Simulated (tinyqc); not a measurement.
MOS capacitor on a p-type substrate, surface potential from the exact charge relation: two steps of the calculation.

Uniform p-type substrate, Boltzmann statistics, full ionisation, classical densities. psi is the surface potential against the body (positive when the bands bend down) and u = psi/Vt. Traps are spread evenly over the gap and neutral at flat band, so their charge is -q Dit psi; the minority quasi-Fermi level is shifted by Vb.

Parameters, values chosen for the exercise; band and dielectric values those of a made-up semiconductor:
```
symbol,value,unit,meaning
T,273,K,temperature
Eg,0.84,eV,band gap
eps_r,16.2,,relative permittivity
Nc,8.68e18,cm^-3,conduction-band density of states at T
Nv,6.12e18,cm^-3,valence-band density of states at T
N,2.9e16,cm^-3,acceptor density of the substrate
eox,22.4,,relative permittivity of the gate insulator (close to hafnium oxide)
tox,48,nm,insulator thickness
Nf,0,cm^-2,"fixed charge at the interface, in units of q"
Dit,0,cm^-2 eV^-1,density of interface traps
Vb,1.5,V,reverse bias of the inversion layer against the body
Vg,2.16,V,gate voltage against the body
```

Constants: q = 1.602176634e-19 C, kB = 1.380649e-23 J/K, Vt = kB T/q, eps0 = 8.8541878128e-14 F/cm where lengths are in cm. Results are converted to the units shown.

Question 1. Newton step for the surface potential. u = psi/Vt; F^2 = exp(-u) + u - 1 + r (exp(u) - u - 1); Qs = -sign(u) Q0 F; Cs = -dQs/dpsi = (Q0/Vt) |1 - exp(-u) + r (exp(u) - 1)|/(2 F). f = Vfb + psi + (q Dit psi - Qs)/Cox - Vg, f' = 1 + (Cs + q Dit)/Cox, psi(new) = psi - f/f'.

psi at the start = 2.1740641 V
Cox = 0.41319543 uF/cm^2
Vfb = -0.42409198 V
Q0 = 17.707972 nC/cm^2
r = 4.0029155e-39

Find: u; F; Qs; Cs; f; f'; psi after iteration 1.

Answer 1.

u = 92.414
F = 12.084
Qs = -213.97 nC/cm^2
Cs = 1.7317 uF/cm^2
f = 0.10783 V
f' = 5.1910
psi after iteration 1 = 2.1533 V

Question 2. Charges, field and capacitances at the solution. ni = sqrt(Nc Nv) exp(-Eg/(2 Vt)), Eg in volts; phiF = Vt ln(N/ni); Cox = eps0 eox/tox; Vfb = phiM - chi - (Eg - Vt ln(Nv/N)) - q Nf/Cox; Q0 = sqrt(2 eps0 eps_r q N Vt); r = (ni/N)^2 exp(-Vb/Vt); VT = Vfb + [(2 phiF + Vb)(1 + q Dit/Cox) + sqrt(2 eps0 eps_r q N (2 phiF + Vb))/Cox].

Low frequency: 1/C_LF = 1/Cox + 1/(Cs + q Dit). High frequency, in the simple estimate in which traps and minority carriers do not follow: 1/C_HF = 1/Cox + 1/Cd, Cd being Cs with r = 0 at the same psi. Minority sheet density N_inv = (Q0/(2 q)) int_0^u r (exp(t) - 1)/F(t) dt for u > 0. Oxide field |Qs - q Dit psi + q Nf|/(eps0 eox).

converged psi = 2.1440906 V

Find: Qs; N_inv; oxide field; Cs; C_LF/Cox; C_HF/Cox.

Answer 2.

Qs = -181.81 nC/cm^2
N_inv = 8.5879e10 cm^-2
oxide field = 0.091667 MV/cm
Cs = 0.59643 uF/cm^2
C_LF/Cox = 0.59074
C_HF/Cox = 0.087539

The surface is in strong inversion (borders at |psi| = 0, phiF + Vb and 2 phiF + Vb = 2.08 V). Minority carriers make up 7.57 % of Qs.

Program tinyqc, `OMP_NUM_THREADS=1 python tinyqc.py 2060049 2060050 out.jsonl`; Intel Xeon 2.30GHz, shared host, one thread, about 0.01 s.
